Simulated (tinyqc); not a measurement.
Ion implantation: universal nuclear stopping, Lindhard-Scharff electronic stopping and a Gaussian range profile. Changing the dose Q. Computed by tinyqc, a small Python program. Command: `OMP_NUM_THREADS=1 python tinyqc.py 3022899 3022900 out.jsonl implant sweep`. One thread of a shared host (Intel(R) Xeon(R) Processor @ 2.30GHz), about 0.2 s of CPU time with the checks.

An ion slows by elastic collisions with screened nuclei and by friction with electrons; channelling is ignored and the target is uniform.

Inputs (values chosen for the exercise, modelled on phosphorus ions in diamond):
```
quantity                                 value    unit
ion atomic number Z1                        15       -
ion mass M1                                 31       u
target atomic number Z2                      6       -
target mass M2                           12.01       u
target density N                         176.3  1/nm^3
ion energy E                               9.4     keV
scale factor of electronic stopping k      1.4       -
background C_B                         7.3e+16  1/cm^3
displacement energy E_d                     40      eV
```

Method:
- Reduced energy eps = 32.53 M2 E/(Z1 Z2 (M1 + M2)(Z1^0.23 + Z2^0.23)), E in keV; s_n = ln(1 + 1.1383 eps)/(2 (eps + 0.01321 eps^0.21226 + 0.19593 eps^0.5)) for eps up to 30 and ln(eps)/(2 eps) above; S_n = 8.462 Z1 Z2 M1 s_n/((M1 + M2)(Z1^0.23 + Z2^0.23)) in 1e-15 eV cm^2.
- S_e = k 3.83 Z1^(7/6) Z2/(Z1^(2/3) + Z2^(2/3))^(3/2) sqrt(E/M1) in 1e-15 eV cm^2, E in keV.
- Path length R = int_0^E dE'/(N (S_n + S_e)); energy lost to nuclei nu = int_0^E S_n/(S_n + S_e) dE' (both with E' = E y^3 and 64 Gauss-Legendre points in y).
- Estimates of Lindhard type: R_p = R/(1 + M2/(3 M1)), straggle dR_p = (2/3) R_p sqrt(M1 M2)/(M1 + M2).
- C(x) = C_p exp(-(x - R_p)^2/(2 dR_p^2)) with C_p = Q/(sqrt(2 pi) dR_p), 1 nm = 1e-7 cm; the profile falls to the background at x_j = R_p + dR_p sqrt(2 ln(C_p/C_B)); the peak atomic fraction is C_p/N.
- Kinchin-Pease count with efficiency 0.8: N_d = 0.8 nu/(2 E_d), taking all of nu as damage energy (an upper estimate, as recoils also lose energy to electrons). Spread over a depth R_p + dR_p, displacements per atom = Q N_d/(N (R_p + dR_p)).

One run for each value:
```
dose Q (1/cm^2)  depth x_j where C falls to C_B (nm)  peak concentration C_p (1/cm^3)  displacements per atom
1.00e+12                                      15.307                       1.5132e+18              3.9345e-04
3.70e+12                                      16.582                       5.5989e+18              1.4558e-03
1.40e+13                                      17.693                       2.1185e+19              5.5083e-03
5.20e+13                                      18.667                       7.8687e+19              2.0459e-02
1.90e+14                                      19.543                       2.8751e+20              7.4756e-02
7.20e+14                                      20.374                       1.0895e+21              2.8328e-01
2.70e+15                                      21.143                       4.0857e+21              1.0623e+00
1.00e+16                                      21.860                       1.5132e+22              3.9345e+00
```

Over the rows, depth x_j where C falls to C_B (nm) rises from 15.3 to 21.9 (exponent d ln y / d ln x 0.061 between the first rows and 0.025 between the last); peak concentration C_p (1/cm^3) rises from 1.51e18 to 1.51e22 (exponent d ln y / d ln x about 1.0 throughout); displacements per atom rises from 3.93e-4 to 3.93 (exponent d ln y / d ln x about 1.0 throughout). The exponent of peak concentration C_p stays at 1: the profile scales with dose. The exponent of displacements per atom stays at 1: cascades are counted independently. The dose enters x_j only through the root of a logarithm.

Caution (rows 7.20e14, 2.70e15, 1.00e16): above a few tenths of a displacement per atom cascades overlap, so the count overstates new damage; heavy ions turn silicon and germanium amorphous at such levels, while light ions such as boron and metal targets anneal much of the damage. Caution (rows 1.00e16): the peak exceeds 5 atomic %, where sputtering and the changed target matter.

Extremes, crossings and ranges named in words are read from the listed rows.
